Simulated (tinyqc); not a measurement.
Charge state against the Fermi level: deep level with several charge states.

Energies from Ev. The defect has charge states +1, 0, -1 with weights 1, gm exp((EF - E1)/kT), exp((2 EF - E1 - E2)/kT); the shares are the weights over their sum. Boltzmann carriers: n = Nc exp((EF - Eg)/kT), p = Nv exp(-EF/kT). Neutrality: p - n + Nd + Nt <q> = 0.

Constants: kB = 8.617333262e-05 eV/K.

Parameters, chosen for this exercise (gap and densities of states near those of GaAs at this temperature; not measured data):

| symbol | value | unit | meaning |
|---|---|---|---|
| E1 | 1.121 | eV | level (+1/0) above Ev |
| E2 | 0.86 | eV | level (0/-1) above Ev |
| gm | 2 |  | degeneracy of the middle state, the others 1 |
| T | 250 | K |  |

Shares:

| EF (eV) | +1 | 0 | -1 | <q> |
|---|---|---|---|---|
| 0.086 | 1.000 | 0.000 | 0.000 | 1.000 |
| 0.202 | 1.000 | 0.000 | 0.000 | 1.000 |
| 0.317 | 1.000 | 0.000 | 0.000 | 1.000 |
| 0.432 | 1.000 | 0.000 | 0.000 | 1.000 |
| 0.547 | 1.000 | 0.000 | 0.000 | 1.000 |
| 0.662 | 1.000 | 0.000 | 0.000 | 1.000 |
| 0.778 | 1.000 | 0.000 | 0.000 | 1.000 |
| 0.893 | 1.000 | 0.000 | 0.000 | 1.000 |
| 1.008 | 0.164 | 0.002 | 0.834 | -0.670 |
| 1.123 | 0.000 | 0.000 | 1.000 | -1.000 |
| 1.238 | 0.000 | 0.000 | 1.000 | -1.000 |
| 1.354 | 0.000 | 0.000 | 1.000 | -1.000 |

E2 lies below E1 (negative U = -0.261 eV), so the charge goes from +1 to -1 near (E1 + E2)/2 = 0.990 eV, two electrons at once; the middle state never exceeds a share of 0.00233.

tinyqc: `OMP_NUM_THREADS=1 python tinyqc.py 1650560 1650561 out.jsonl`; about 0.01 s, one thread, shared Intel(R) Xeon(R) Processor @ 2.30GHz.
